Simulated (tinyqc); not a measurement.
Inside a calculation. Model: band bending at a free surface with one surface level, surface photovoltage and Kelvin probe.

Numbers from tinyqc (`OMP_NUM_THREADS=1 python tinyqc.py 2430085 2430086 out.jsonl`; about 0.01 s on one thread of a shared Intel Xeon 2.30GHz). Printed values are rounded.

n-type bulk, xi = Ec - EF = Vt ln(Nc/Nd), p0 = ni^2/Nd, ni = sqrt(Nc Nv) exp(-Eg/(2 Vt)), Eg in volts. b is the upward band bending, u = b/Vt. Space charge per area, in units of q: Qc = sign(b) sqrt((2 eps0 eps_r Vt/q) [(Nd + dn)(exp(-u) - 1) + Nd u + (p0 + dn)(exp(u) - 1)]), with dn the excess density under light (flat quasi-Fermi levels; 0 in the dark). The level holds -Ns f, f = 1/(1 + exp((xi + b - Es)/Vt)). Neutrality: Qc + Qf + (charge of the states) = 0.

Values chosen for this exercise; band and dielectric values close to those of germanium: temperature T = 300 K; band gap Eg = 0.652 eV; relative permittivity eps_r = 15.9; conduction-band density of states at T Nc = 1.03e19 cm^-3; valence-band density of states at T Nv = 6e18 cm^-3; electron affinity chi = 3.95 eV; donor density Nd = 5.3e17 cm^-3; fixed positive charge at the surface Qf = 0 cm^-2; work function of the probe tip pt = 4.98 eV; density of an acceptor-like surface level Ns = 1.9e12 cm^-2; its depth below the conduction edge Es = 0.29 eV; excess carrier density under light dn = 1.5e14 cm^-3.

Constants: q = 1.602176634e-19 C, kB = 1.380649e-23 J/K, Vt = kB T/q, eps0 = 8.8541878128e-14 F/cm where lengths are in cm. Results are converted to the units shown.

## Bulk quantities

xi, ni, p0, the Debye length sqrt(eps0 eps_r Vt/(q Nd)) and the flat-band work function chi + xi.

xi = 0.0767035 eV
ni = 2.62383e13 cm^-3
p0 = 1.29896e9 cm^-3
Debye length = 6.54677 nm
chi + xi = 4.02670 eV

## Charges against band bending

b, point 0 to 6 (V): 0.059  0.098  0.137  0.176  0.215  0.255  0.294

Evaluate Qc, the surface charge Qf - Ns f and their sum in the dark; the root lies where the sum changes sign.

```
point	Qc (cm^-2)	surface charge (cm^-2)	sum (cm^-2)
0	5.77337e11	-1.89515e12	-1.31781e12
1	8.23062e11	-1.87828e12	-1.05522e12
2	1.01806e12	-1.80562e12	-7.87555e11
3	1.18269e12	-1.53686e12	-3.54164e11
4	1.32733e12	-9.18712e11	4.08618e11
5	1.46094e12	-3.15685e11	1.14525e12
6	1.58038e12	-8.02161e10	1.50017e12
```

The sum rises steadily with b, so there is one root; bisection gives b = 0.19588 V.

## Work function and Kelvin-probe reading

converged b = 0.195877 V

Work function chi + xi + b; contact potential difference CPD = (work function of the sample) - pt. Depth of EF below Ec at the surface: xi + b. Depletion width Qc/Nd.

xi + b = 0.272581 eV
Qc = 1.25847e12 cm^-2
Qc/Nd = 23.7448 nm
work function = 4.22258 eV
CPD = -757.419 mV

The level is 66.2 % filled: the Fermi level is pinned at it.

## Surface photovoltage

Under chopped light the surface charge keeps its dark value, so b falls to bL with Qc(bL, dn) = Qc(b, 0); the photovoltage is b - bL. Qc rises with b, so bL follows by bisection.

bL = 0.186099 V
photovoltage = 9.77815 mV
share of b removed = 4.99198 %
excess holes at the surface, dn exp(bL/Vt) = 2.00641e17 cm^-3
